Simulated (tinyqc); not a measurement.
The best anneal temperature for the time t: solubility, supersaturation, precipitation and gettering of an impurity in a silicon-like host. Computed by tinyqc, a small Python program. Command: `OMP_NUM_THREADS=1 python tinyqc.py 3025225 3025226 out.jsonl ripen walk`. One thread of a shared host (Intel(R) Xeon(R) Processor @ 2.30GHz), about 0.01 s of CPU time with the checks.

The wafer was saturated at T1 and is then held at T.

Inputs (values chosen for the exercise, for a model impurity):
```
quantity,value,unit
site density N0,5e+22,1/cm^3
enthalpy of solution H,2.85,eV
entropy of solution S,7.5,k_B
diffusion prefactor D0,0.00086,cm^2/s
migration energy Q,0.557,eV
temperature of saturation T1,1350,K
anneal temperature T,918,K
sink density n,4.9e+09,1/cm^3
initial sink radius r0,12,nm
impurity density in the precipitate C_p,4e+22,1/cm^3
interface energy gamma,0.69,J/m^2
anneal time t,150,s
```

Constants: k_B = 8.617333262e-05 eV/K; k_B = 1.380649e-23 J/K.

Method:
- C_eq(T) = N0 exp(S/k_B - H/(k_B T)); D(T) = D0 exp(-Q/(k_B T)); C0 = C_eq(T1). Supersaturation s = C0/C_eq(T); critical radius r* = 2 gamma/(C_p k_B T ln s); barrier W* = (4 pi/3) gamma r*^2. Strain energy is left out.
- r_f = [r0^3 + 3 (C0 - C_eq)/(4 pi n C_p)]^(1/3), tau_f = 1/(4 pi n r_f D).
- Growing sinks: with y = r/r_f and y0 = r0/r_f, dy/dt = (1 - y^3)/(3 tau_f y), which integrates to t/tau_f = F(y) - F(y0), F(y) = (1/2) ln[(1 + y + y^2)/(1 - y)^2] - sqrt(3) arctan[(2y + 1)/sqrt(3)]; the share of the excess left is (1 - y^3)/(1 - y0^3), and C(t) = C_eq + (C0 - C_eq) x share.

C0 = 2.07323e+15 1/cm^3

Dissolved share after t:
```
T (K),C_eq/C0,tau_f (s),C(t)/C0
608,1.0365e-13,482.57,7.8522e-01
702,1.5097e-10,116.23,3.3155e-01
810,8.0720e-08,34.05,1.5747e-02
918,9.8438e-06,13.32,2.6441e-05
1026,4.3666e-04,6.35,4.3666e-04
1134,9.4064e-03,3.49,9.4064e-03
1228,8.7696e-02,2.29,8.7696e-02
1296,3.6032e-01,1.85,3.6032e-01
```

What follows from these numbers?

The lowest dissolved share among these rows is 2.6e-5 at 918 K. Above it solubility sets the floor; below it diffusion is too slow for this time. Solubility falls with H = 2.85 eV and diffusion with Q = 0.557 eV. Caution: the barrier to homogeneous nucleation is below 35 k_B T for these inputs, so new precipitates would form and outnumber the fixed sinks assumed here.

Extremes, crossings and ranges named in words are read from the listed rows.
